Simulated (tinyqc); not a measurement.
Isochronal anneals: hydrogen passivation and dissociation of interface defects with a spread of activation energies. Computed by tinyqc, a small Python program. Command: `OMP_NUM_THREADS=1 python tinyqc.py 3000136 3000137 out.jsonl passivation walk`. One thread of a shared host (Intel(R) Xeon(R) Processor @ 2.30GHz), about 0.01 s of CPU time with the checks.

Active defects P react as P + H2 -> HP + H and HP -> P + H; released atomic hydrogen is removed. All defects start active. Activation energies are normally distributed, independently for the two reactions.

Inputs (values chosen for the exercise, for a model interface):
```
quantity                        value    unit
mean passivation energy E_f      1.61      eV
spread s_f                       0.13      eV
prefactor k_f0                4.2e-09  cm^3/s
mean dissociation energy E_d     2.62      eV
spread s_d                      0.096      eV
prefactor k_d0                2.4e+13     1/s
dissolved hydrogen [H2]       1.2e+17   cm^-3
anneal time t                     300       s
```

Ambient: hydrogen.

Constants: k_B = 8.617333262e-05 eV/K.

Method. a = k_f0 [H2] exp(-E_f/k_B T), b = k_d0 exp(-E_d/k_B T); the active share of one kind of site is b/(a + b) + (a/(a + b)) exp(-(a + b) t). Full average: z from -5 to 5 in steps of 0.125 with normalised weights exp(-z^2/2), energy = mean + spread x z, over both energies.

Same time, other temperatures:
```
T (K)     a (1/s)     b (1/s)  active share, single energy  active share, spread
450    4.6906e-10  1.0902e-16                      1.00000               0.99996
525    1.7665e-07  1.6956e-12                      0.99995               0.99759
600    1.5102e-05  2.3615e-09                      0.99548               0.95368
675    4.8043e-04  6.5827e-07                      0.86579               0.70850
750    7.6508e-03  5.9509e-05                      0.10591               0.28830
825    7.3659e-02  2.3719e-03                      0.03120               0.12964
900    4.8621e-01  5.1151e-02                      0.09519               0.20331
975    2.4007e+00  6.8774e-01                      0.22268               0.31393
1050   9.4356e+00  6.3792e+00                      0.40337               0.43701
1125   3.0899e+01  4.3967e+01                      0.58727               0.55892
```

What does the comparison show, and why?

The active share is lowest, 0.130, at 825 K of those listed: below, passivation is too slow for this time, and above, dissociation competes. A single energy would promise 0.0312 (at 825 K), so among these rows the spread raises the floor by a factor 4.2.

Extremes, crossings and ranges named in words are read from the listed rows.
